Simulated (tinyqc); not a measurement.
Off-state leakage of single and stacked transistors: one step of the calculation.

n-channel devices of unit width. Subthreshold current I(Vg, Vs, Vd) = I0 (T/300 K)^0.5 exp[(Vg - Vs - VT(T) - gb (Vs - Vb) + dd (Vd - Vs))/(nf Vt)] (1 - exp(-(Vd - Vs)/Vt)), VT(T) = VT - cT (T - 300 K). Gate-edge tunnelling Ig (Vd/1 V) exp(ag (Vd - 1 V)), for a gate at 0 V, and band-to-band leakage Ab u exp(-Bb/u), u = Vd - Vb + 1 V, flow at a drain held at V; both are taken as independent of T. In a stack of off transistors (all gates at 0 V) the same subthreshold current passes through each.

Problem. Leakage of one transistor. Vg = Vs = 0, Vd = V; effective threshold VT(T) - gb Vb - dd V.

Values chosen for this exercise; values of the order met in bulk silicon logic transistors: temperature T = 358 K; supply voltage V = 0.8 V; threshold at 300 K, zero drain and body bias VT = 0.36 V; fall of the threshold with temperature cT = 0.6 mV/K; current at threshold at 300 K I0 = 0.31 uA/um; slope factor nf = 1.37; drain-induced lowering per volt dd = 0.17; rise of the threshold per volt of source-body bias gb = 0.1; gate-edge tunnelling current at 1 V Ig = 0.0008 uA/um; exponential slope of the gate current ag = 3.7 1/V; prefactor of band-to-band leakage at the drain Ab = 300 uA/(um V); its exponential voltage Bb = 26 V; body voltage Vb = -0.3 V.

Constants: q = 1.602176634e-19 C, kB = 1.380649e-23 J/K, Vt = kB T/q. Results are converted to the units shown.

Give: effective threshold; parts; total; shares.

Solution.

effective threshold = 0.2192 V
parts (nA/um): subthreshold 1.894, gate edge 0.3054, band-to-band 2.645
total = 4.844 nA/um
shares (%): subthreshold 39.10, gate edge 6.304, band-to-band 54.60

The band-to-band part is the largest.

Program tinyqc, `OMP_NUM_THREADS=1 python tinyqc.py 2242192 2242193 out.jsonl`; Intel Xeon 2.30GHz, shared host, one thread, about 0.03 s.
